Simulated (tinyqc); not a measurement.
Resistivity of narrow wires: free and nearly free electrons in a metal.

The cubic cell holds 2 atoms: n = 2 z/a^3, kF = (3 pi^2 n)^(1/3), EF = c kF^2/m, vF = 2 c kF/(m hbar), c = hbar^2/2m0; rs = (3/(4 pi n))^(1/3)/a0; D(EF) = 3 n/(2 EF).

Square wire of width w with grain size w: rho/rho0 = 1/(1 - 3 al/2 + 3 al^2 - 3 al^3 ln(1 + 1/al)) + (3/4) (1 - p) l/w, with al = (l/w) Rg/(1 - Rg) (Mayadas-Shatzkes plus the thick-wire form of Fuchs-Sondheimer); l = hbar kF/(n e^2 rho), e = 1.602176634e-19 C.

Constants: hbar^2/2m0 = 3.80998211 eV angstrom^2; hbar = 6.58211957e-16 eV s; a0 (Bohr radius) = 0.5291772105 angstrom.

Values chosen for the exercise (near those of W, whose d bands this model ignores; not measured data):
- a = 3.16 angstrom (bcc lattice constant)
- z = 2 (free electrons an atom)
- m = 1 m0 (mass)
- rho = 5.56 micro-ohm cm (bulk resistivity)
- p = 0 (specularity of the surfaces)
- Rg = 0.59 (reflection at grain boundaries)

Wires:

| w (nm) | al | grain term (factor - 1) | surface term | rho (micro-ohm cm) |
|---|---|---|---|---|
| 200 | 0.065 | 0.096 | 0.034 | 6.28 |
| 100 | 0.130 | 0.189 | 0.068 | 6.99 |
| 50 | 0.261 | 0.372 | 0.136 | 8.38 |
| 30 | 0.435 | 0.611 | 0.226 | 10.22 |
| 20 | 0.652 | 0.907 | 0.340 | 12.49 |
| 14 | 0.931 | 1.285 | 0.485 | 15.40 |
| 10 | 1.304 | 1.786 | 0.679 | 19.27 |
| 7 | 1.862 | 2.535 | 0.971 | 25.05 |

l = 9.06 nm

At 7 nm the resistivity is 4.51 times the bulk value; grain boundaries add more (2.54 from grains, 0.97 from surfaces). It passes twice the bulk value between 30 and 20 nm. The surface formula is meant for w above l = 9 nm, so the rows below that are rough.

Run: tinyqc, `OMP_NUM_THREADS=1 python tinyqc.py 1681466 1681467 out.jsonl`; Intel(R) Xeon(R) Processor @ 2.30GHz, one thread, shared host; about 0.01 s of CPU time with all checks.
